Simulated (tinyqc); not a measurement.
Cyclotron resonance of ellipsoidal valleys, Ge type: one step. The same from the mass tensor.

Valleys along [111], [-111], [1-11], [11-1], mass ml along the axis and mt across it. B lies in the (1-10) plane, b = (sin(theta)/sqrt2, sin(theta)/sqrt2, cos(theta)). For the angle phi between B and the axis, 1/mc^2 = cos^2(phi)/mt^2 + sin^2(phi)/(mt ml). Resonance: h nu = 2 muB B/mc, h = 2 pi hbar.

Parameters, chosen for this exercise (out of a larger set: near those of Ge; not measured data): ml = 1.595 m0 (longitudinal mass); mt = 0.083 m0 (transverse mass).

b: 0.557208  0.557208  0.615661

Question. For the valley along [11-1]: M = mt 1 + (ml - mt) a a^T, and mc^2 = det M/(b M b).

Give: M; det M; b M b; mc.

Answer.

M (m0):
```
         x        y        z
x   0.5870   0.5040  -0.5040
y   0.5040   0.5870  -0.5040
z  -0.5040  -0.5040   0.5870
```

det M = 0.010988
b M b = 0.2084
mc = 0.2296 m0

Computed by tinyqc, a small Python program: `OMP_NUM_THREADS=1 python tinyqc.py 1281889 1281890 out.jsonl` (the numbers bound the seed that draws the inputs); one thread of a shared host (Intel(R) Xeon(R) Processor @ 2.30GHz), about 0.01 s for the whole set of steps.
